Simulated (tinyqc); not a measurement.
# Resistance of a source-drain extension with a graded tip, step by step

Computed by the program tinyqc: `OMP_NUM_THREADS=1 python tinyqc.py 2282193 2282194 out.jsonl`, one thread of a shared Intel Xeon 2.30GHz, about 0.03 s for the whole run. Printed values are rounded.

y runs along the channel, the gate covers y > 0. The doping is N0 for y < y0 and N0 10^(-(y - y0)/la) beyond, uniform over the depth xj. Sheet conductance s(y) = q mu(N) max(N - Nch, 0) xj + (for y > 0) ma Cox Vo, with mu(N) = u0 + (u1 - u0)/(1 + (N/Nr)^au) and Cox = eps0 eox/tox. Current is taken as one-dimensional; depletion of the tip, spreading and the contact are left out. The metallurgical junction lies at yj, where N = Nch.

Inputs (values chosen for the exercise); mobility law close to that of holes in silicon:
- eox = 3.9 (relative permittivity of the gate insulator (close to silicon dioxide))
- tox = 1.2 nm (insulator thickness)
- N0 = 8e19 cm^-3 (active doping of the extension far from the gate)
- la = 3.1 nm/decade (lateral abruptness)
- y0 = 3.6 nm (position under the gate where the fall begins (gate edge at 0))
- xj = 20 nm (depth of the extension)
- Nch = 3.9e17 cm^-3 (channel doping)
- Vo = 0.3 V (gate overdrive)
- ma = 92 cm^2/(V s) (mobility of the gate-induced layer)
- u1 = 470.5 cm^2/(V s) (mobility at low doping)
- u0 = 44.9 cm^2/(V s) (mobility at high doping)
- Nr = 2.23e17 cm^-3 (reference doping)
- au = 0.719 (exponent)
- Lg = 40 nm (gate length)

Constants: q = 1.602176634e-19 C, eps0 = 8.8541878128e-14 F/cm where lengths are in cm. Results are converted to the units shown.

## Sheet resistances and junction position

yj = y0 + la log10(N0/Nch); sheet resistance of the full extension 1/[q mu(N0)(N0 - Nch) xj] and of the gate-induced layer 1/(ma Cox Vo); metallurgical length Lg - 2 yj; ye is where the doped and the gate-induced conductances are equal.

yj = 10.7673 nm
sheet resistance of the extension = 768.531 ohm/square
sheet resistance of the induced layer = 12591.0 ohm/square
metallurgical length = 18.4654 nm
ye = 8.13645 nm
N at ye = 2.75245e18 cm^-3

The gate takes over 2.63 nm before the junction, where N is still 7.06 times the channel doping.

## Resistance of the overlapped part

Midpoint rule on 8 equal steps from 0 to yj: R_ov = sum h/s(y), per width.

```
point    y (nm)   N (cm^-3)  doped conductance (uS)  sheet resistance (ohm/square)
0      0.672955        8e19                 1301.18                        724.320
1       2.01886        8e19                 1301.18                        724.320
2       3.36477        8e19                 1301.18                        724.320
3       4.71068  3.50594e19                 620.178                        1429.39
4       6.05659  1.29015e19                 267.522                        2882.31
5       7.40250  4.74762e18                 122.036                        4963.82
6       8.74841  1.74707e18                 53.8405                        7503.98
7       10.0943  6.42905e17                 14.6193                        10633.6
```

R_ov = 39.820 ohm um

The exact integral is 40.063 ohm um; the coarse sum is 0.61 % below it.
